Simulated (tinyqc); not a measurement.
MOSFET with velocity saturation and source resistance: one step of the calculation.

Strong inversion, charge Q = Cox (Vg - m V) at channel potential V with Vg the gate overdrive, and drift velocity v = mu E/(1 + mu E/vsat). Integrating along the channel gives I = mu Cox (1/L)(Vg Vd - m Vd^2/2)/(1 + Vd/Vc) per width, Vc = vsat L/mu, which peaks at Vdsat. Units: I in uA/um, Rs in ohm um, so the drop over Rs is 1e-6 I Rs volts.

Question. Saturation without source resistance. Vg = Vgs - VT (0 if negative), mu = mu0/(1 + th Vg), Vc = vsat L/mu, x = sqrt(1 + 2 Vg/(m Vc)), Vdsat = 2 Vg/(m (1 + x)), Isat = Cox vsat Vg (x - 1)/(x + 1) per width. Long-channel limit: mu Cox Vg^2/(2 m L); short-channel limit: Cox vsat Vg.

Values chosen for this exercise: gate capacitance Cox = 2.1 uF/cm^2; mobility at low gate voltage mu0 = 380 cm^2/(V s); mobility degradation th = 0 1/V; saturation velocity vsat = 6.9e6 cm/s; body factor m = 1.11; threshold VT = 0.42 V; channel length L = 0.1 um; gate voltage Vgs = 2.5 V.

Find: Vg; mu; Vc; Vdsat; Isat; long-channel limit; short-channel limit.

Answer.

Vg = 2.080 V
mu = 380.0 cm^2/(V s)
Vc = 0.1816 V
Vdsat = 0.6631 V
Isat = 1947 uA/um
long-channel limit = 1.555e4 uA/um
short-channel limit = 3014 uA/um

tinyqc, about 0.01 s, one thread, Intel Xeon 2.30GHz (shared host): `OMP_NUM_THREADS=1 python tinyqc.py 2500034 2500035 out.jsonl`
